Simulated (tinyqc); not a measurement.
What moves the results: spherical quantum dot. A value that a table varies takes the place of the one given here.

A sphere of radius R, isotropic masses, c = hbar^2/2m0, k = sqrt(mw E/c), kappa = sqrt(mb (V0 - E)/c). State n l is the spherical Bessel function j_l(k r) inside and k_l(kappa r) outside; psi and psi'/m are continuous: (k/mw) j_l'(kR)/j_l(kR) = (kappa/mb) k_l'(kappa R)/k_l(kappa R). For l = 0 this reads kR cot(kR) = 1 - (mw/mb)(1 + kappa R).

With hard walls E = c (x/R)^2/mw, x a zero of j_l: 1s 3.141593; 2s 6.283185; 1p 4.493409; 2p 7.725252; 1d 5.763459; 2d 9.095011; 1f 6.987932; 2f 10.417119.

Constants: hbar^2/2m0 = 3.80998211 eV angstrom^2.

Inputs chosen for the exercise (near those of a non-polar GaN dot in AlGaN; the results hold for these values, not for the real material):
- V0 = 0.615 eV (barrier height)
- mw = 0.207 m0 (mass inside)
- mb = 0.249 m0 (mass outside)
- Rs = (15, 21, 29, 42, 59, 84, 118) angstrom (radii)
- R = 42 angstrom (radius)

## Radius

The two lowest states against R; a dash marks an unbound state.

Levels (eV):

| R (angstrom) | 1s | 1p | 1s, hard walls | flat well of width 2R |
|---|---|---|---|---|
| 15 | 0.3764 | - | 0.8074 | 0.1019 |
| 21 | 0.2388 | 0.4711 | 0.4119 | 0.0620 |
| 29 | 0.1452 | 0.2934 | 0.2160 | 0.0370 |
| 42 | 0.0781 | 0.1592 | 0.1030 | 0.0197 |
| 59 | 0.0428 | 0.0874 | 0.0522 | 0.0107 |
| 84 | 0.0224 | 0.0458 | 0.0257 | 0.0056 |
| 118 | 0.0118 | 0.0241 | 0.0130 | 0.0030 |

The lowest state is bound at every radius listed. 1p becomes bound between 15 and 21 angstrom. At the largest radius the level is 0.90 of the hard-wall value and 4.00 times that of the flat well (the hard-wall ratio is 4.00); the exponent d ln E/d ln R between the last two radii is -1.88. Levels above about 0.3 eV lie beyond the range of a parabolic mass.

## Shape and dimension

Lowest level with hard walls: film c (pi/2R)^2/mw, cylinder c (2.404826/R)^2/mw, sphere c (pi/R)^2/mw, square or cube of side a: 2 or 3 times c (pi/a)^2/mw; c = hbar^2/2m0. Finite barriers V0 with outer mass mb and psi, psi'/m continuous for film, cylinder and sphere (not separable for the square and the cube: dash).

Lowest level (eV):

| shape | hard walls | finite barrier |
|---|---|---|
| film, width 2R | 0.0257 | 0.0197 |
| cylinder, radius R | 0.0603 | 0.0460 |
| square wire of equal area | 0.0656 | - |
| sphere, radius R | 0.1030 | 0.0781 |
| cube of equal volume | 0.1189 | - |

With hard walls the levels of film, cylinder and sphere stand as 1 : 2.34 : 4.00; with the finite barrier as 1 : 2.33 : 3.97. The square lies 8.6 % above the circle of equal area and the cube 15.5 % above the sphere of equal volume: round shapes give the lowest level for a given size.

## What each parameter does

The lowest level 1s and its distance to V0. Each row changes one parameter from the base and keeps the others.

Results:

| case | E (eV) | V0 - E (eV) | k R |
|---|---|---|---|
| base | 0.0781 | 0.5369 | 2.7360 |
| R = 46 angstrom | 0.0667 | 0.5483 | 2.7684 |
| V0 = 0.738 eV | 0.0800 | 0.6580 | 2.7685 |
| mw = 0.2277 m0 | 0.0729 | 0.5421 | 2.7715 |
| mb = 0.3113 m0 | 0.0754 | 0.5396 | 2.6889 |

The largest shifts from the base row, up to three for each result and ties (the steps differ in size, so this ranks the rows, not the parameters). E (eV): R -0.0114, mw -0.0052, mb -0.0027. V0 - E (eV): V0 +0.1211, R +0.0114, mw +0.0052. k R: mb -0.0471, mw +0.0355, V0 +0.0325.

Computed by tinyqc, a small Python program: `OMP_NUM_THREADS=1 python tinyqc.py 1250071 1250072 out.jsonl` (the numbers bound the seed that draws the inputs); one thread of a shared host (Intel(R) Xeon(R) Processor @ 2.30GHz), about 0.04 s for the whole set of steps.
